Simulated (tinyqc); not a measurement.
Coherent transport through a tight-binding region between two chains, step by step. One step of it, computed by the program tinyqc.

Task: Transmission at E = 0.99 eV. Surface Green function g = (E - i sqrt(4 t^2 - E^2)) / (2 t^2); self-energy tc^2 g on each contact site; G = (E - H - Sigma)^(-1); Gamma = -2 Im Sigma; T = Gamma_L Gamma_R |G_LR|^2; local density of states -Im G_ii / pi.

H of the central region (eV):
```
           1          2          3
1   0.000000  -1.320000   0.000000
2  -1.320000   1.370000  -1.320000
3   0.000000  -1.320000   0.000000
```

Leads: semi-infinite chains with site energy 0:

| parameter | value |
|---|---|
| lead hopping t (eV) | 1.900000 |
| coupling to the left lead (eV) | 1.010000 |
| coupling to the right lead (eV) | 0.850000 |
| left contact site | 1 |
| right contact site | 3 |

E = 0.990000 eV

Give: g; G; local density of states; transmission.

Result:

g = 0.1371-0.5081i 1/eV

G (1/eV):
```
                 1                2                3
1   0.5037-0.2419i   0.3382-0.0420i  -0.4064+0.2298i
2   0.3382-0.0420i  -0.2343-0.1057i   0.3519+0.0116i
3  -0.4064+0.2298i   0.3519+0.0116i   0.5077-0.2264i
```

local density of states (1/eV): 0.0770  0.0337  0.0721

transmission = 0.1659
